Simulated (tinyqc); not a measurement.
Valence-band offset from core levels (Kraut method), with the dipole against the affinity rule: one step of the calculation.

Binding energies are counted downwards from the Fermi level. dEv > 0 means that the valence edge of B lies below that of A, dEc > 0 that the conduction edge of B lies above that of A; dEc + dEv = EgB - EgA. The spectra are made-up values treated as data.

Problem. Valence-band maximum of bare A. Fit a straight line to the leading edge by least squares; the maximum vA lies where it meets the background.

Parameters, values chosen for the exercise:
```
symbol,value,unit,meaning
bg,26,,background counts in the gap
```

```
point,binding energy (eV),counts on the leading edge
0,0.69,234
1,0.81,336
2,0.93,439
3,1.05,549
4,1.17,641
5,1.29,737
```

Wanted: slope; intercept; vA.

Solution.

slope = 842.86 counts/eV
intercept = -345.10 counts
vA = 0.44028 eV

tinyqc, about 0.01 s, one thread, Intel Xeon 2.30GHz (shared host): `OMP_NUM_THREADS=1 python tinyqc.py 2410015 2410016 out.jsonl`
